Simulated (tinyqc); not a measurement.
Crystallisation kinetics and data retention of a phase-change cell: two steps of the calculation.

Johnson-Mehl-Avrami-Kolmogorov law X = 1 - exp(-y^n), y = integral of k dt, k = (1/100 s) exp[-(Ec q/kB)(1/T - 1/T1)].

Parameters, values chosen for the exercise; values of the order of Ge-Sb-Te and related chalcogenides:
- Ec = 2.72 eV (activation energy of crystallisation)
- T1 = 427 K (temperature at which the rate k is 1/(100 s))
- n = 3 (Avrami exponent)
- Xf = 0.5 (crystalline share at which the state is lost)
- T = 352 K (storage temperature)
- b = 10 K/min (heating rate)
- Ta = 397 K (start of the ramp table)
- dT = 6 K (step of the table)
- m = 10 (steps)

Constants: q = 1.602176634e-19 C, kB = 1.380649e-23 J/K. Results are converted to the units shown.

Task 1. Retention. At fixed T the state fails at t = (-ln(1 - Xf))^(1/n)/k; ten years are 3.15576e8 s.

Find: k; y at failure; time to fail; the same in years; temperature for ten years.

Result 1.

k = 1.445e-9 1/s
y at failure = 0.8850
time to fail = 6.126e8 s
the same in years = 19.41
temperature for ten years = 354.6 K

The cell meets ten years at 352 K.

Task 2. A heating ramp. T rises at the rate b. Start with y = k (kB Ta^2/(q Ec))/b, the integral from cold to Ta to leading order; over each step k is taken as exponential in T, so y gains (dT/b)(k2 - k1)/ln(k2/k1). dX/dt = n y^(n - 1) k exp(-y^n), listed as 0 once y^n exceeds 23.

Wanted: T; k; y; X; dX/dt.

Result 2.

```
point  T (K)   k (1/s)         y         X  dX/dt (1/s)
0        397  3.750e-5  0.001124  1.418e-9    1.420e-10
1        403  1.225e-4  0.003708  5.100e-8     5.054e-9
2        409  3.865e-4   0.01198  1.719e-6     1.664e-7
3        415  0.001180   0.03757  5.301e-5     4.994e-6
4        421  0.003487    0.1142  0.001488     1.362e-4
5        427   0.01000    0.3368   0.03747     0.003275
6        433   0.02785    0.9642    0.5919      0.03170
7        439   0.07543     2.683     1.000     6.624e-9
8        445    0.1989     7.267     1.000            0
9        451    0.5110     19.17     1.000            0
10       457     1.281     49.33     1.000            0
```

Range of the model: One Arrhenius rate is assumed; incubation, growth from the boundary and the non-Arrhenius kinetics of the supercooled liquid are left out.

tinyqc, about 0.03 s, one thread, Intel Xeon 2.30GHz (shared host): `OMP_NUM_THREADS=1 python tinyqc.py 2490017 2490018 out.jsonl`
